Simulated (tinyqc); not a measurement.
Stretching all distances: RHF, UHF, MP2, CISD and CCSD against full CI in the sto-3g basis, for H2, spin multiplicity 1. Computed by the program tinyqc with PySCF. All coordinates are multiplied by the scale. c0^2 is the weight of the RHF determinant in the lowest singlet FCI state (UHF is spin-contaminated and may lie near states of higher spin) and n(LUMO) the first natural occupation beyond the occupied space.

Geometry (angstrom):
```
atom       x       y       z
H     0.0000  0.0000  0.0000
H     0.0000  0.0000  0.6890
```

Full CI energy (hartree) and errors against it (kcal/mol):
```
scale  distance 1-2 (angstrom)    E(FCI)     RHF     UHF     MP2   CISD   CCSD  <S^2> UHF   c0^2  n(LUMO)
0.920                    0.634  -1.12643  10.244  10.244   3.432  0.000  0.000      0.000  0.991    0.017
1.120                    0.772  -1.13624  13.774  13.774   5.055  0.000  0.000      0.000  0.986    0.028
1.500                    1.034  -1.09396  23.499  23.499   9.857  0.000  0.000      0.000  0.966    0.068
1.700                    1.171  -1.06314  30.691  30.570  13.584  0.000  0.000      0.059  0.948    0.105
1.900                    1.309  -1.03330  39.596  31.963  18.284  0.000  0.000      0.413  0.922    0.156
2.090                    1.440  -1.00823  49.666  27.944  23.603  0.000  0.000      0.625  0.890    0.219
2.280                    1.571  -0.98746  61.137  22.174  29.530  0.000  0.000      0.761  0.852    0.295
2.480                    1.709  -0.97050  74.334  16.204  35.993  0.000  0.000      0.851  0.807    0.385
```

Estimate the missing row, scale = 1.31.

Computed row:
```
scale  distance 1-2 (angstrom)    E(FCI)     RHF     UHF    MP2   CISD   CCSD  <S^2> UHF   c0^2  n(LUMO)
1.310                    0.903  -1.12011  18.071  18.071  7.131  0.000  0.000      0.000  0.978    0.045
```

UHF parts from RHF first at scale 1.7 of those listed, where <S^2> leaves zero. The weight c0^2 goes from 0.99 to 0.81 and n(LUMO) from 0.02 to 0.39: static correlation grows as the bonds break into open-shell fragments. The spread of the error along the curve, which distorts its shape, is CISD 0.0, CCSD 0.0, UHF 21.7, MP2 32.6, RHF 64.1 kcal/mol. With two electrons CISD and CCSD are exact.
